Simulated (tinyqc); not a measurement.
Inside a calculation. Model: time-domain thermoreflectance: layered heat flow under a modulated pulse train, and what the signal ratio measures. Computed by tinyqc, a small Python program that keeps every step. Command: `OMP_NUM_THREADS=1 python tinyqc.py 3111415 3111416 out.jsonl tdtr walk`. One thread of a shared host (Intel(R) Xeon(R) Processor @ 2.30GHz), about 0.1 s of CPU time with the checks. Intermediate numbers are printed to about 6 digits and carried at full precision; extremes and crossings named in words are read from the listed rows.

Pulses repeat at 80 MHz; heat is laid down at the surface, all layers are isotropic.

Inputs (values chosen for the exercise, modelled on aluminium on germanium): metal thickness d = 94 nm; metal conductivity = 200 W/(m K); metal heat capacity = 2.42 MJ/(m^3 K); boundary conductance G under the metal = 290 MW/(m^2 K); substrate conductivity kappa = 60 W/(m K); substrate heat capacity C = 1.68 MJ/(m^3 K); modulation frequency f = 5 MHz; spot radius w (1/e^2, pump and probe) = 14 micrometre; delay t = 950 ps.

Stack: metal, substrate.

## Length and time scales

Penetration depth sqrt(kappa/(pi f C)); effusivity sqrt(kappa C); cooling time of the metal d C_m/G; Kapitza length kappa/G.

penetration depth = 1.50786 micrometre

effusivity = 10039.9 W s^(1/2)/(m^2 K)

cooling time of the metal = 784.414 ps

Kapitza length = 206.897 nm

depth over spot radius = 0.107704

## Impedance at k = 0 and the modulation frequency

For radial wave number k and angular frequency W each layer has u = sqrt(4 pi^2 k^2 + i W C/kappa) and gamma = kappa u. Surface impedance from below: Z = 1/gamma for the substrate; a layer of thickness L maps Z to (Z + tanh(u L)/gamma)/(1 + gamma Z tanh(u L)); a boundary adds 1/G. Take k = 0 and W = 2 pi f.

Z of the substrate = 12.5655-12.5655i m^2 K/GW

Z at the surface = 13.7628-12.9731i m^2 K/GW

## Response at the modulation frequency

Response per absorbed watt H(W) = 2 pi int_0^(2/w) Z(k, W) exp(-pi^2 k^2 w^2) k dk by 20 Gauss-Legendre points.

H(2 pi f) = 0.0225612-0.0206927i K/mW

phase of H(2 pi f) = -42.5265 degrees

## Signal at one delay

Signal: X + iY = sum_(m = -M..M) H(2 pi (f + m f_r)) exp(i 2 pi m f_r t) exp(-pi (m/M)^2 x 4), f_r = 80 MHz, M = 4000, with H(-W) the complex conjugate of H(W); V_in = X, V_out = Y, ratio = -V_in/V_out.

V_in = 0.0528983 K/mW

V_out = -0.0208662 K/mW

ratio -V_in/V_out = 2.53512

## Ratio and sensitivities against delay

Sensitivity S = ln(ratio'/ratio)/ln(1.01) for a rise of one input by 1 %.

Ratio and sensitivities:
```
t (ps)    ratio  S to kappa     S to G     S to d    S to C      S to w
100     4.49995    0.454136  -0.025160  -0.793758  0.432483  -0.0426053
200     4.09588    0.435772  -0.079950  -0.709980  0.413843  -0.0424323
400     3.49865    0.398204  -0.150561  -0.568071  0.375690  -0.0422626
800     2.73626    0.330306  -0.218180  -0.368958  0.306507  -0.0424152
1500    2.01052    0.240283  -0.241244  -0.171655  0.214124  -0.0435209
2500    1.48569    0.160817  -0.213368  -0.046673  0.131336  -0.0459344
4000    1.08553    0.102199  -0.161559   0.014421  0.067841  -0.0504694
```

The largest sensitivity in size at 100 ps is to d (-0.79). kappa and C enter almost alike, through the effusivity. At 400 ps an error of 3 % in d passes on as 4 % in kappa.

Checks made by the program: steady rise of a bare substrate, 1/(2 sqrt(pi) w kappa), from the same quadrature (relative difference below 1e-10).
